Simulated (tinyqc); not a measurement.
From results back to parameters: free and nearly free electrons in a metal. Three cases, with inputs chosen for the exercise.

Problem. A free-electron metal with 2 atoms in the cubic cell and z electrons an atom has EF = c kF^2/m, (hbar omega_p)^2 = 8 pi c (e^2/(4 pi eps0)) n/m and kF = (3 pi^2 n)^(1/3), c = hbar^2/2m0.

Constants: hbar^2/2m0 = 3.80998211 eV angstrom^2; e^2/(4 pi eps0) = 14.39964547 eV angstrom.

Find: kF; m; z.

Method. (hbar omega_p)^2/EF = (8/(3 pi)) (e^2/(4 pi eps0)) kF gives kF; EF then gives m, and n = kF^3/(3 pi^2) gives z.

Case 1.

Values chosen (out of a larger set: near those of W, whose d bands this model ignores; not measured data): a = 3.179 angstrom (bcc lattice constant).

EF = 9.09207 eV
hbar omega_p = 13.10242 eV

Solution.

kF = 1.5448 1/angstrom
m = 1.00 m0
z = 2.00

Case 2.

Values chosen (out of a larger set: near those of Na; not measured data): a = 4.234 angstrom (bcc lattice constant).

EF = 3.22890 eV
hbar omega_p = 6.02762 eV

Solution.

kF = 0.9206 1/angstrom
m = 1.00 m0
z = 1.00

Case 3.

Values chosen (out of a larger set: near those of W, whose d bands this model ignores; not measured data): a = 3.171 angstrom (bcc lattice constant).

EF = 9.13800 eV
hbar omega_p = 13.15203 eV

Solution.

kF = 1.5487 1/angstrom
m = 1.00 m0
z = 2.00

Computed by tinyqc, one run a case: `OMP_NUM_THREADS=1 python tinyqc.py N N+1 out.jsonl` with N = 1650414, 1650655, 1650747; one thread of a shared Intel(R) Xeon(R) Processor @ 2.30GHz, about 0.01 s a run at most.
